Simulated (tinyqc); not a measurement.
Shallow acceptor in the spherical four-band model: one step. Units and couplings. Four cases, with inputs chosen for the exercise.

Question. Give Ry*, a*, mu, delta and the spherical masses 1/(g1 (1 -/+ mu)).

Units Ry* = Ry/(g1 eps^2) and a* = a0 eps g1; mu = (6 g3 + 4 g2)/(5 g1) is the spherical heavy-light coupling and delta = (g3 - g2)/g1 the cubic term, which is left out.

Constants: Ry = 13.60569312 eV; a0 (Bohr radius) = 0.5291772105 angstrom.

Give: Ry*; a*; mu; delta; heavy and light mass.

Case 1.

Values chosen (near those of a shallow acceptor in GaAs; the results hold for these values, not for the real material): g1 = 6.94 (Luttinger gamma1); g2 = 2.07 (gamma2); g3 = 2.95 (gamma3); eps = 13.2 (dielectric constant).

Answer.

Ry* = 11.252 meV
a* = 48.48 angstrom
mu = 0.7487
delta = 0.1268

heavy and light mass (m0): [0.5734, 0.0824]

A hydrogen model with the heavy mass would bind by Ry*/(1 - mu) = 44.8 meV and with the light mass by 6.4 meV. delta/mu = 0.17: the cubic term is a modest correction.

Case 2.

Values chosen (near those of a shallow acceptor in GaAs; the results hold for these values, not for the real material): g1 = 6.97 (Luttinger gamma1); g2 = 2.06 (gamma2); g3 = 2.93 (gamma3); eps = 12.8 (dielectric constant).

Answer.

Ry* = 11.914 meV
a* = 47.21 angstrom
mu = 0.7409
delta = 0.1248

heavy and light mass (m0): [0.5537, 0.0824]

A hydrogen model with the heavy mass would bind by Ry*/(1 - mu) = 46.0 meV and with the light mass by 6.8 meV. delta/mu = 0.17: the cubic term is a modest correction.

Case 3.

Values chosen (near those of a shallow acceptor in Si, where the small spin-orbit splitting and strong warping make this model rough; the results hold for these values, not for the real material): g1 = 4.3 (Luttinger gamma1); g2 = 0.34 (gamma2); g3 = 1.44 (gamma3); eps = 11.4 (dielectric constant).

Answer.

Ry* = 24.347 meV
a* = 25.94 angstrom
mu = 0.4651
delta = 0.2558

heavy and light mass (m0): [0.4348, 0.1587]

A hydrogen model with the heavy mass would bind by Ry*/(1 - mu) = 45.5 meV and with the light mass by 16.6 meV. delta/mu = 0.55: the cubic term is not small, so the spherical result is a first estimate.

Case 4.

Values chosen (near those of a shallow acceptor in GaSb; the results hold for these values, not for the real material): g1 = 13.21 (Luttinger gamma1); g2 = 4.7 (gamma2); g3 = 6.01 (gamma3); eps = 15 (dielectric constant).

Answer.

Ry* = 4.578 meV
a* = 104.86 angstrom
mu = 0.8306
delta = 0.0992

heavy and light mass (m0): [0.4468, 0.0414]

A hydrogen model with the heavy mass would bind by Ry*/(1 - mu) = 27.0 meV and with the light mass by 2.5 meV. delta/mu = 0.12: the cubic term is a modest correction.

Computed by tinyqc, one run a case: `OMP_NUM_THREADS=1 python tinyqc.py N N+1 out.jsonl` with N = 1252726, 1252732, 1280160, 1280266; one thread of a shared Intel(R) Xeon(R) Processor @ 2.30GHz, about 0.06 s a run at most.
